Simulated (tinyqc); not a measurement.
Forward curve with series resistance: current of a Schottky diode by thermionic-emission-diffusion theory, and its read-back from I-V-T and C-V data. Computed by tinyqc, a small Python program. Command: `OMP_NUM_THREADS=1 python tinyqc.py 3005324 3005325 out.jsonl schottky walk`. One thread of a shared host (Intel(R) Xeon(R) Processor @ 2.30GHz), about 0.01 s of CPU time with the checks.

Full ionisation, no tunnelling, no recombination current. V is the voltage across the junction itself, forward positive.

Inputs (values chosen for the exercise, modelled on n-type Ga2O3):

| quantity | value | unit |
|---|---|---|
| Richardson constant A* | 33.3 | A/(cm^2 K^2) |
| effective density of states at 300 K, N_c | 3.6e+18 | 1/cm^3 |
| permittivity eps | 10.2 | - |
| mobility mu | 99 | cm^2/(V s) |
| barrier without image force phi_0 | 1.32 | eV |
| doping N | 6.9e+15 | 1/cm^3 |
| series resistance R_s | 2.8 | milliohm cm^2 |
| junction voltage V | 0.33 | V |
| temperature T | 200 | K |

Barrier: uniform.

Constants: k_B = 8.617333262e-05 eV/K; e = 1.602176634e-19 C; eps_0 = 8.8541878128e-12 F/m.

Method:
- N_c(T) = N_c (T/300 K)^(3/2); V_bi = phi_0 - (k_B T/e) ln(N_c(T)/N); surface field F = sqrt(2 e N (V_bi - V - k_B T/e)/(eps eps_0)); image lowering d_phi = sqrt(e F/(4 pi eps eps_0)); effective barrier phi = phi_0 - d_phi.
- Collection velocity v_R = A* T^2/(e N_c(T)); diffusion velocity v_D = mu F; J = e N_c(T) v_R/(1 + v_R/v_D) exp(-phi/k_B T) [exp(e V/k_B T) - 1].
- Terminal voltage V + J R_s; apparent ideality from neighbouring rows, (e/k_B T) dV_terminal/d ln J.

built-in voltage V_bi = 1.22264 V

Forward curve; the last column belongs to the interval up to the next row:

| V (V) | J (A/cm^2) | terminal voltage (V) | apparent n |
|---|---|---|---|
| 0.297 | 5.1938e-20 | 0.2970 | 1.0125 |
| 0.412 | 3.7799e-17 | 0.4120 | 1.0144 |
| 0.528 | 2.8770e-14 | 0.5280 | 1.0171 |
| 0.643 | 2.0331e-11 | 0.6430 | 1.0209 |
| 0.759 | 1.4835e-08 | 0.7590 | 1.0272 |
| 0.874 | 9.8263e-06 | 0.8740 | 1.0393 |
| 0.990 | 6.3869e-03 | 0.9900 | 1.1782 |
| 1.110 | 4.1940e+00 | 1.1217 | - |

What does the comparison show, and why?

The resistance takes over where J R_s exceeds k_B T/e, at J = 6.16 A/cm^2, which these rows hardly reach.

Extremes, crossings and ranges named in words are read from the listed rows.
